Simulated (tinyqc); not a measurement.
Inside a calculation: density of states of one tight-binding band on the simple cubic lattice. Values are carried at full precision from step to step, so a last printed digit may differ when a step is redone from the rounded ones.

E(k) = -2 t (c1 + c2 + c3) - 4 t2 (c1 c2 + c2 c3 + c3 c1) with ci = cos(2 pi ki); k in fractions of the reciprocal vectors, mesh k_i = j/N with j = 0 .. N-1. Densities are per cell and per spin, so the band holds one state.

Values chosen for the exercise:
- t = 1.09 eV (nearest hopping)
- t2 = -0.05 eV (second hopping)
- N = 4 (mesh points along each axis)
- bins = 8 (bins of the histogram)
- E_lo = -6.013 eV (lower end of the histogram)
- E_hi = 7.217 eV (upper end)
- E = -0.63 eV (energy at which the density is wanted)
- sigma = 0.545 eV (Gaussian width)

## Energies on the mesh

Evaluate the band at all 64 points and collect equal values.

Distinct energies:
```
E_k (eV)  points
-5.9400        1
-4.1600        6
-2.3800        3
-2.1800       12
-0.2000       12
0.0000         8
1.9800         3
2.1800        12
4.5600         6
7.1400         1
```

The 64 points give 10 distinct energies between -5.9400 and 7.1400 eV; a dense mesh gives a band from -5.940 to 7.140 eV.

## Histogram

Count the points in equal bins from E_lo to E_hi; g = count/(all points x bin width).

Histogram:
```
from (eV)  to (eV)  points  g (1/eV)
-6.0130    -4.3593       1    0.0094
-4.3593    -2.7055       6    0.0567
-2.7055    -1.0517      15    0.1417
-1.0517     0.6020      20    0.1890
0.6020      2.2557      15    0.1417
2.2557      3.9095       0    0.0000
3.9095      5.5633       6    0.0567
5.5633      7.2170       1    0.0094
```

Empty bins: 1 of 8; the fullest holds 20 points. Empty bins inside the band come from the coarse mesh, not from gaps.

## Gaussian broadening at one energy

Gaussian broadening: g(E) = mean over the mesh of exp(-(E - E_k)^2/(2 sigma^2))/(sigma sqrt(2 pi)), n(E) = mean of erfc((E_k - E)/(sigma sqrt 2))/2.

Sum over the distinct energies with their counts.

n(E) = 0.3991
g(E) = 0.1501 1/eV

## One tetrahedron of the mesh

For corner energies e1 <= e2 <= e3 <= e4 and eij = ei - ej, the share of the tetrahedron below E is n = (E - e1)^3/(e21 e31 e41) for e1 < E < e2; n = [e21^2 + 3 e21 x + 3 x^2 - (e31 + e42) x^3/(e32 e42)]/(e31 e41) with x = E - e2 for e2 < E < e3; n = 1 - (e4 - E)^3/(e41 e42 e43) for e3 < E < e4; its density of states is g = dn/dE.

corner energies, sorted (eV): -4.1600  -2.3800  -0.2000  2.1800

Find its share below E and its density of states at E.

n = 0.6814
g = 0.3173 1/eV

E lies between corners 2 and 3.

## Sum over all linear tetrahedra

Each cube of the mesh, corners numbered 0 to 7 as the binary number (i j l), is cut into six tetrahedra around the diagonal 0-7: 0137, 0157, 0237, 0267, 0457, 0467. For corner energies e1 <= e2 <= e3 <= e4 and eij = ei - ej, the share of the tetrahedron below E is n = (E - e1)^3/(e21 e31 e41) for e1 < E < e2; n = [e21^2 + 3 e21 x + 3 x^2 - (e31 + e42) x^3/(e32 e42)]/(e31 e41) with x = E - e2 for e2 < E < e3; n = 1 - (e4 - E)^3/(e41 e42 e43) for e3 < E < e4; its density of states is g = dn/dE.

Average n and g over all pieces of the mesh. The reference uses the same method with N = 36.

n(E) = 0.4059
g(E) = 0.1711 1/eV
reference n(E) = 0.433
reference g(E) = 0.133 1/eV

On this mesh the linear method errs by +0.038 1/eV in g and -0.027 in n; the Gaussian sum erred by +0.017 and -0.034.

## Checks

- States below the top of the band by the linear method against one: both 1.000000.

Computed by tinyqc, a small Python program: `OMP_NUM_THREADS=1 python tinyqc.py 1681953 1681954 out.jsonl` (the numbers bound the seed that draws the inputs); one thread of a shared host (Intel(R) Xeon(R) Processor @ 2.30GHz), about 0.2 s for the whole set of steps.
